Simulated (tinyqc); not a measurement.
The weight eta from points of equal mobility.

Problem. If the mobility depends on E = q (Ndep + eta Ns)/(eps0 eps_r) alone, two points of equal mobility on its falling branch have equal E. Find eta and E.

Inputs (values chosen for the exercise):
- eps_r = 11.8 (relative permittivity of the semiconductor)

Constants: q = 1.602176634e-19 C, eps0 = 8.8541878128e-14 F/cm where lengths are in cm. Results are converted to the units shown.

Ndep at two body biases (cm^-2): [2.7479510e12, 4.4362671e12]
Ns at which the mobility is the same (cm^-2): [1.8e13, 1.4689576e13]

Solution. eta is the ratio of the differences of Ndep and Ns.

eta = 0.5100
E = 1.829 MV/cm

Numbers from tinyqc (`OMP_NUM_THREADS=1 python tinyqc.py 2510011 2510012 out.jsonl`; about 0.01 s on one thread of a shared Intel Xeon 2.30GHz).
